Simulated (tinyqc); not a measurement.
Inside a calculation: pair of shallow donors (hydrogen-like orbitals). Values are carried at full precision from step to step, so a last printed digit may differ when a step is redone from the rounded ones.

Each donor has the orbital exp(-r/a); energy unit Ha* = q/(eps a), q = e^2/(4 pi eps0), so that a lone donor is bound by Ha*/2; x = R/a. One electron: S = (1 + x + x^2/3) exp(-x), j = 1/x - (1 + 1/x) exp(-2x), k = (1 + x) exp(-x); levels E(+/-) = -1/2 - (j +/- k)/(1 +/- S) in Ha*, without the repulsion of the ions, split by D = |E(-) - E(+)|. In six valleys the overlaps S and k are multiplied by v = [cos(K Rx) + cos(K Ry) + cos(K Rz)]/3, K = k0 (2 pi/a_lat), for isotropic envelopes and the symmetric valley state.

Constants: e^2/(4 pi eps0) = 14.39964547 eV angstrom; hbar = 6.58211957e-16 eV s.

Parameters, chosen for this exercise (near those of two donors in Si; shifted at random, so the results belong to these values and not to a real crystal):
```
symbol  value                unit        meaning
a       16.1                 angstrom    orbital radius
eps     11.7                             dielectric constant
n       (12.25, 0.25, 0.25)  a_lat       separation vector
a_lat   5.431                angstrom    lattice constant
k0      0.85                 2 pi/a_lat  valley position
dV      0.81                 D           detuning between the donors, in units of D
```

## Distance and integrals

Give Ha*, R, x, S, j, k and v.

Ha* = 76.443 meV
R = 66.56 angstrom
x = 4.1340

S, j, k: 0.17349  0.24158  0.08224

v = -0.1286

## One electron on two donors

Give both levels, the splitting D = |E(-) - E(+)| and the tunnelling frequency D/(2 pi hbar).

E(+), E(-) (meV): -56.283  -57.076

D = 0.7932 meV
frequency = 191.8 GHz

The second ion deepens the mean level by 18.46 meV, against Ha*/x = 18.49 meV for a point charge. Without the valley factor D would be 6.36 meV; v is negative, so the odd combination lies lower.

## Detuning by a gate

Two-level picture for one electron: with detuning u = dV D the splitting is sqrt(D^2 + u^2) and the lower state has weight (1 + u/sqrt(D^2 + u^2))/2 on the lower donor; the field needed is u/(e R), 1 meV/angstrom = 100 kV/cm.

splitting = 1.021 meV
weight = 0.815
field = 0.965 kV/cm

## Two electrons and exchange

Two electrons, Heitler-London: with S' = (1 - x + x^2/3) exp(x), C = 1/x - exp(-2x)(1/x + 11/8 + 3x/4 + x^2/6), X = (1/5){exp(-2x)(25/8 - 23x/4 - 3x^2 - x^3/3) + (6/x)[S^2 (0.5772157 + ln x) + S'^2 Ei(-4x) - 2 S S' Ei(-2x)]}, Q = C - 2j + 1/x and A = X - 2 S k + S^2/x, the singlet and triplet lie at (Q +/- w A)/(1 +/- w S^2) from two lone donors, with the valley weight w = v^2; the exchange is J = triplet - singlet.

Give C, X, Q, A and J.

C, X, Q, A (Ha*): 0.2400  0.01297  -0.001304  -0.008288

J = 20.9 micro-eV

A swap of the two spins takes pi hbar/J = 0.0992 ns (hbar = 6.58212e-16 eV s). Against the one-electron splitting D = 0.793 meV, J/D = 0.026: exchange needs both electrons to tunnel and falls as exp(-2x), D as exp(-x).

## Checks

- Heitler-London binding at x = 1.6425 against the known 0.1160 hartree: both 0.1160.
- Overlap S by quadrature in spheroidal coordinates against the formula: both 0.17349.

Run: tinyqc, `OMP_NUM_THREADS=1 python tinyqc.py 1281655 1281656 out.jsonl`; Intel(R) Xeon(R) Processor @ 2.30GHz, one thread, shared host; about 0.01 s of CPU time with all checks.
